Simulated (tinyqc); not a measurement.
Four, six or eight bands for the holes: eight-band Kane k.p model.

Eight-band Kane model, basis S, X, Y, Z times spin, zero of energy at the top of the unstrained valence band, c = hbar^2/2m0. Within each spin: H_SS = Eg + A c k^2, H_SX = i P kx (likewise Y, Z), H_XX = -Dso/3 + L kx^2 + M (ky^2 + kz^2), H_XY = N kx ky, and cyclic. Spin-orbit term (Dso/3) L.sigma on X, Y, Z with (L_k)_ij = -i epsilon_kij: <X+|H|Y+> = -i Dso/3, <X+|H|Z-> = Dso/3, <Y+|H|Z-> = -i Dso/3, <Z+|H|X-> = -Dso/3, <Z+|H|Y-> = i Dso/3, <X-|H|Y-> = i Dso/3, and their conjugates; + and - are the spin along z. Terms from inversion asymmetry are left out, so every level is twofold.

P = sqrt(Ep c); A = 1/me - Ep (Eg + 2 Dso/3)/(Eg (Eg + Dso)) keeps the electron mass; g1' = g1 - Ep/(3 Eg), g2' = g2 - Ep/(6 Eg), g3' = g3 - Ep/(6 Eg) remove the coupling to S that the Luttinger values already hold; L = -c (g1' + 4 g2'), M = -c (g1' - 2 g2'), N = -6 c g3'.

Constants: hbar^2/2m0 = 3.80998211 eV angstrom^2.

Values chosen for the exercise (near those of InSb; the results hold for these values, not for the real material): Eg = 0.237 eV (gap at Gamma to the s-like level); Dso = 0.813 eV (spin-orbit splitting); Ep = 23.4 eV (Kane energy); me = 0.0136 m0 (electron mass at Gamma); g1 = 34.82 (Luttinger gamma1); g2 = 15.48 (gamma2); g3 = 16.46 (gamma3); kmax = 0.05 1/angstrom (end of the path).

Unstrained, along [111]. Six bands: the X, Y, Z block alone with the full g1, g2, g3 in L, M, N. Four bands: the same with Dso sent to infinity. HH, LH and SO name the pairs from the top.

Valence levels (eV):

| \|k\| (1/angstrom) | HH 4 | HH 6 | HH 8 | LH 4 | LH 6 | LH 8 | SO 6 | SO 8 |
|---|---|---|---|---|---|---|---|---|
| 0.0083 | -0.0005 | -0.0005 | -0.0005 | -0.0179 | -0.0177 | -0.0166 | -0.8224 | -0.8155 |
| 0.0167 | -0.0020 | -0.0020 | -0.0020 | -0.0717 | -0.0686 | -0.0563 | -0.8530 | -0.8230 |
| 0.0250 | -0.0045 | -0.0045 | -0.0045 | -0.1613 | -0.1449 | -0.1052 | -0.9123 | -0.8356 |
| 0.0333 | -0.0080 | -0.0080 | -0.0080 | -0.2868 | -0.2333 | -0.1567 | -1.0138 | -0.8537 |
| 0.0417 | -0.0126 | -0.0126 | -0.0126 | -0.4481 | -0.3174 | -0.2074 | -1.1740 | -0.8774 |
| 0.0500 | -0.0181 | -0.0181 | -0.0181 | -0.6452 | -0.3860 | -0.2560 | -1.4039 | -0.9071 |

What does the comparison show?

At |k| = 0.0500 the heavy holes of the three models span 0.0 meV and the light holes 389.2 meV. The split-off band moves the light hole by +259.2 meV and treating the conduction band exactly moves it by +130.0 meV more; the split-off band matters more here, where the four-band light-hole energy is 0.79 times Dso and 2.72 times Eg.

Computed by tinyqc, a small Python program: `OMP_NUM_THREADS=1 python tinyqc.py 1050058 1050059 out.jsonl` (the numbers bound the seed that draws the inputs); one thread of a shared host (Intel(R) Xeon(R) Processor @ 2.30GHz), about 0.01 s for the whole set of steps.
